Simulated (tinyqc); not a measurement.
# Pelgrom slope, floor and doping from two device sizes

Question. s^2 = A^2/(L W) + s0^2, with s0 independent of size and A = (q/Cox) sqrt(Na Wd/3) from random dopants alone, Cox = 3.9 eps0/ti. Find A, s0 and Na.

Inputs (values chosen for the exercise):
```
symbol,value,unit,meaning
ti,1.8,nm,oxide-equivalent thickness in inversion
```

Constants: q = 1.602176634e-19 C, eps0 = 8.8541878128e-14 F/cm where lengths are in cm. Results are converted to the units shown.

s for gate areas 0.011 and 0.17 um^2 (mV): 7.62425597  2.21201541
Wd = 43.4352692 nm

Answer. s^2 is linear in 1/area: slope A^2, intercept s0^2.

A = 0.7913 mV um
s0 = 1.100 mV
Na = 6.200e17 cm^-3

Computed by the program tinyqc: `OMP_NUM_THREADS=1 python tinyqc.py 2090052 2090053 out.jsonl`, one thread of a shared Intel Xeon 2.30GHz, about 0.01 s for the whole run.
